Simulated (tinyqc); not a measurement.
Grain-boundary diffusion: Harrison regimes, Fisher and Le Claire analysis, Hart average: one step, computed by the program tinyqc. Command: `OMP_NUM_THREADS=1 python tinyqc.py 3021637 3021638 out.jsonl gbdiff walk`. One thread of a shared host (Intel(R) Xeon(R) Processor @ 2.30GHz), about 0.01 s of CPU time with the checks.

A boundary is a slab of width delta with diffusivity D_b, normal to a surface held at constant concentration; it leaks into grains of diffusivity D.

Problem. Diffusivities. D = D0 exp(-E/(k_B T)), D_b = D0b exp(-E_b/(k_B T)). Triple product P = s delta D_b.

Inputs (values chosen for the exercise, for a model polycrystal):
```
quantity                          value   unit
lattice prefactor D0             0.0001  m^2/s
lattice activation energy E        3.56     eV
boundary prefactor D0b          2.3e-05  m^2/s
boundary activation energy E_b     2.02     eV
boundary width delta               0.84     nm
segregation factor s                  1      -
temperature T                      1430      K
```

Constants: k_B = 8.617333262e-05 eV/K.

Give: D; D_b; triple product P.

Solution.

D = 2.841e-17 m^2/s

D_b = 1.748e-12 m^2/s

triple product P = 1.469e-21 m^3/s
